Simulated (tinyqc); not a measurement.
Inside a calculation. Method: RHF in the 6-31g basis, for H4, spin multiplicity 1. One step of it, computed by the program tinyqc.

Task: Iteration 2: DIIS coefficients. Solve [B -1; -1 0][c; lambda] = [0; -1] for the coefficients, which sum to one.

B (overlaps of the stored error matrices):
$$\begin{pmatrix}
1.1222046e-01 & 9.8500609e-04 \\
9.8500609e-04 & 1.3480602e-03
\end{pmatrix}$$

Give: DIIS coefficients.

Result:

DIIS coefficients: [0.0033, 0.9967]
